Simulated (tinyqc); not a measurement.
# Gate sheet resistance from two finger widths

Question. At low frequency R = Rsh Wf/(3 L) + B/Wf, where B collects the channel and vertical terms. Find Rsh, B and the width of lowest R.

Inputs (values chosen for the exercise):
- L = 1.4 um (channel length)

input resistance of single fingers, contacted at one end, of width 1.9 and 9.5 um (ohm): 191.16165  96.860902

Solution. R Wf is a straight line in Wf^2; the minimum of R lies where both terms are equal.

Rsh = 27.00 ohm/square
B = 340.0 ohm um
width of lowest R = 7.272 um

Computed by the program tinyqc: `OMP_NUM_THREADS=1 python tinyqc.py 2262120 2262121 out.jsonl`, one thread of a shared Intel Xeon 2.30GHz, about 0.01 s for the whole run.
